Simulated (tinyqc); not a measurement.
# Area and perimeter leakage from two diodes

Inverse problem. A square diode and a finger diode leak I = JA area + JP perimeter. Find JA, JP and the side of the square at which both parts are equal.

areas (um^2): [40000, 160000]
perimeters (um): [800, 32800]
leakage currents (pA): [6.76, 175.04000]

Answer. Two linear equations give JA and JP; for a square of side a, JA a^2 = 4 JP a at a = 4 JP/JA.

JA = 6.900e-9 A/cm^2
JP = 5.000e-11 A/cm
side for equal parts = 289.9 um

tinyqc, about 0.01 s, one thread, Intel Xeon 2.30GHz (shared host): `OMP_NUM_THREADS=1 python tinyqc.py 2290085 2290086 out.jsonl`
